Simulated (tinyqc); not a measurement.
Equal layers of growing thickness: short-period [001] superlattice in sp3s* tight binding.

Planes alternate anion, cation along [001], a/4 apart; at zero in-plane momentum s, pz, s* form one block. All levels of A are shifted so that its Ev (lower root of [[Epa, Vxx], [Vxx, Epc]]) is 0, and those of B so that its Ev is -dEv. A monolayer is an anion plane and the cation plane above it; an anion between unlike cations takes the mean of the two anion levels; each bond takes the couplings of its cation. Block from an anion to the cation above: U with Vss/2 (s,s), Vsapc/2 (s,z), -Vscpa/2 (z,s), Vxx/2 (z,z), Vxapc/2 (s*,z), -Vpaxc/2 (z,s*); to the cation below: the same with the s-z and s*-z signs reversed. The cell of n + m monolayers is closed with the phase exp(2 pi i q). No spin-orbit coupling. In this block 2 (n + m) levels are filled.

For the two lowest empty levels at q = 0: energy, share of the cation weight on A, and Gamma character, the share of the cation amplitudes with Fourier index |j|/(n + m) < 1/4 along the stack (near 1: Gamma-like, near 0: folded from X).

Parameters, chosen for this exercise (A near a published set for GaAs, B for AlAs; the results hold for these values, not for the real material): pA = (-8.339, 1.043, -2.658, 3.669, 8.589, 6.725, -6.436, 1.955, 5.08, 4.493, 5.798, 4.847, 4.805) eV (order Esa, Epa, Esc, Epc, Exa, Exc, Vss, Vxx, Vxy, Vsapc, Vscpa, Vxapc, Vpaxc); pB = (-7.531, 0.982, -1.16, 3.582, 7.488, 6.733, -6.676, 1.879, 4.296, 5.116, 5.493, 4.523, 5.008) eV (the same for B); dEv = 0.51 eV (valence offset: Ev(B) lies this far below Ev(A)); a = 5.653 angstrom (lattice constant, taken common; strain is left out).

n = m.

Lowest empty levels:
```
n = m  layer (angstrom)  E1 (eV)  on A  Gamma  E2 (eV)  on A  Gamma
2                   5.7   1.8916  0.45   0.07   1.9520  0.68   0.87
3                   8.5   1.8627  0.19   0.00   1.9135  0.76   0.95
4                  11.3   1.8225  0.18   0.10   1.8864  0.73   0.92
6                  17.0   1.7862  0.32   0.30   1.8099  0.67   0.77
8                  22.6   1.7398  0.92   0.98   1.7818  0.02   0.02
10                 28.3   1.6948  0.95   0.99   1.7775  0.00   0.00
12                 33.9   1.6623  0.97   1.00   1.7732  0.01   0.00
14                 39.6   1.6385  0.98   1.00   1.7695  0.00   0.00
18                 50.9   1.6073  0.99   1.00   1.7664  0.00   0.00
```

How do the results move, and what explains it?

At zero in-plane momentum (the in-plane X valleys are left out) the lowest level is X-like for n = 2, 3, 4 and 6 and Gamma-like for the others (a Gamma weight between about 0.35 and 0.65 marks an even mixture, at the crossover). Thin layers push the light Gamma electron up past the heavy X electron, whose share on A runs from 0.18 to 0.45, so for n = 3 and 4 it lies apart from the holes in A (type II); the crossover lies between n = 6 and 8. The crossover moves with dEv and with the electron mass, which this model makes too heavy, so it comes at thinner layers than in the real system. At n = 18 the lowest level lies 0.072 eV above the lowest bulk edge of the two crystals, with 99 % of its cation weight on A.

Computed by tinyqc, a small Python program: `OMP_NUM_THREADS=1 python tinyqc.py 1450169 1450170 out.jsonl` (the numbers bound the seed that draws the inputs); one thread of a shared host (Intel(R) Xeon(R) Processor @ 2.30GHz), about 0.4 s for the whole set of steps.
